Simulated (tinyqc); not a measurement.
Floating body of a partially depleted SOI transistor: body voltage and kink: two steps of the calculation.

Source at 0 V. Channel current Ic = 2 nf K Vt^2 [F(0) - F(Vd)](1 + la Vd), F(V) = ln^2(1 + exp((Vg - VT - nf V)/(2 nf Vt))), VT = VT0 - gb Vb. Saturation voltage Vs = 2 Vt sqrt(F(0)) + 3 Vt, excess Ve = (Vd - Vs + sqrt((Vd - Vs)^2 + 0.0004 V^2))/2, multiplication M1 = Ai Ve exp(-Bl/Ve). Each junction passes D(v) = J1 (exp(v/Vt) - 1) + J2 (exp(v/(2 Vt)) - 1). Bipolar current Ib = bb J1 (exp(Vb/Vt) - 1). The body settles where M1 (Ic + Ib) = D(Vb) + D(Vb - Vd) + Vb/Rb; drain current Id = (1 + M1)(Ic + Ib) - D(Vb - Vd).

Parameters, values chosen for the exercise; values of the order met in partially depleted silicon-on-insulator transistors:
```
symbol    value         unit                                                                                            meaning
T           358            K                                                                                        temperature
VT0         0.4            V                                                                     threshold at zero body voltage
gb         0.15                                                                  fall of the threshold per volt of body voltage
nf         1.25                                                                                                    slope factor
K           100  uA/(V^2 um)                                                                              gain factor per width
la         0.09          1/V                                                                   channel-length modulation factor
Ai         3.37          1/V                                                                        impact-ionisation prefactor
Bl          6.2            V                                                                          impact-ionisation voltage
J1      1.8e-11        uA/um                                                      diffusion saturation current of each junction
J2       1.3e-7        uA/um                                                  recombination saturation current of each junction
bb            1                                                 gain of the lateral bipolar transistor on the diffusion current
Rb          6e5      kohm um  resistance of a weak body tie to the source (1e9 stands for no tie, and the term is then dropped)
Vg         0.31            V                                                                                       gate voltage
Vd          1.6            V                                                                                      drain voltage
```

Constants: q = 1.602176634e-19 C, kB = 1.380649e-23 J/K, Vt = kB T/q. Results are converted to the units shown.

Task 1. New Vb. Current into the body I_in = M1 (Ic + Ib) - D(Vb - Vd), current out I_out = D(Vb) + Vb/Rb; f = ln(I_in/I_out), s = df/dVb by central differences over 1e-5 V, Vb(new) = Vb - f/s.

Vb after iteration 1 = 0.60372887 V

Find: Ic; Ve; M1; I_in; I_out; f; s; Vb after iteration 2.

Result 1.

Ic = 0.13215 uA/um
Ve = 1.4645 V
M1 = 0.071575
I_in = 0.0098654 uA/um
I_out = 0.0089950 uA/um
f = 0.092366
s = -21.007 1/V
Vb after iteration 2 = 0.60813 V

Task 2. Drain current with floating and with grounded body. Id and VT at the converged Vb, Id at Vb = 0, their ratio, and the bipolar share Ib/(Ic + Ib).

converged Vb = 0.60809011 V

Find: VT; Id, floating; Id, grounded; ratio; bipolar share.

Result 2.

VT = 0.3088 V
Id, floating = 0.1503 uA/um
Id, grounded = 0.02156 uA/um
ratio = 6.972
bipolar share = 4.662 %

The body rises to 0.608 V and lowers the threshold by 91.2 mV.

Range of the model: The multiplication law is an empirical form chosen for the exercise; self-heating and capacitive coupling to the body are left out, and the linear laws are rough once Vb passes about 0.7 V or M1 about 0.1.

tinyqc, about 0.2 s, one thread, Intel Xeon 2.30GHz (shared host): `OMP_NUM_THREADS=1 python tinyqc.py 2182215 2182216 out.jsonl`
